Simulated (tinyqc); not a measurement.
Swing of the coupled dose with resist thickness: standing waves and exposure in a photoresist film.

Normal incidence from air. Unexposed resist: N1 = n1 + i k1 with k1 = (A + B) lam/(4 pi), lam in micrometres. r01 = (1 - N1)/(1 + N1), t01 = 2/(1 + N1). Substrate Ns = ns + i ks: r12 = (N1 - Ns)/(N1 + Ns). With p = exp(2 pi i N1 d/lam), the field at depth z is E(z) = t01 [exp(2 pi i N1 z/lam) + r12 p^2 exp(-2 pi i N1 z/lam)]/(1 + r01 r12 p^2), the relative intensity I(z) = n1 |E(z)|^2 and the reflectance R = |(r01 + r12 p^2)/(1 + r01 r12 p^2)|^2.

Parameters, chosen for this exercise (a resist on Cu, indices near tabulated ones; the results hold for these values, not for the real material):
- lam = 193 nm (vacuum wavelength)
- n1 = 1.69 (resist index)
- A = 0.06 1/micrometre (bleachable absorption (Dill A))
- B = 0.82 1/micrometre (fixed absorption (Dill B))
- d = 148 nm (resist thickness)
- ns = 0.964 (substrate n)
- ks = 1.401 (substrate k)

The mean of I is taken over 800 depths; the relative dose to clear is taken as 1/(mean of I over the lowest period, 60 depths), scaled to 1 in the first row.

Swing:
```
d (nm)       R  mean I  relative dose
148.0   0.3485  1.0331          1.000
157.5   0.4044  0.9030          1.099
167.0   0.3380  0.9645          0.994
176.6   0.1613  1.2112          0.795
186.1   0.0439  1.4016          0.711
195.6   0.1667  1.2338          0.832
205.1   0.3279  0.9815          1.044
214.6   0.3834  0.8718          1.144
224.1   0.3177  0.9366          1.039
233.7   0.1457  1.1626          0.840
243.2   0.0339  1.3258          0.758
262.2   0.3089  0.9423          1.091
```

Give the missing row, d (nm) = 252.7.

Computed row:
```
d (nm)       R  mean I  relative dose
252.7   0.1516  1.1703          0.879
```

The period is 57.1 nm, six rows. The relative dose swings between 0.711 and 1.144, a ratio (max - min)/mean of 0.460, against the estimate 4 sqrt(|r01|^2 |r12|^2) exp(-(A + B) d) = 0.469 for the oscillating part alone; the ratio from the table also holds the slow rise from absorption, 9.1 % over two periods, so the two are not strictly comparable. The dose is least sensitive to thickness at an extremum; the lowest dose listed is at 186.1 nm.

Run: tinyqc, `OMP_NUM_THREADS=1 python tinyqc.py 1681397 1681398 out.jsonl`; Intel(R) Xeon(R) Processor @ 2.30GHz, one thread, shared host; about 0.01 s of CPU time with all checks.
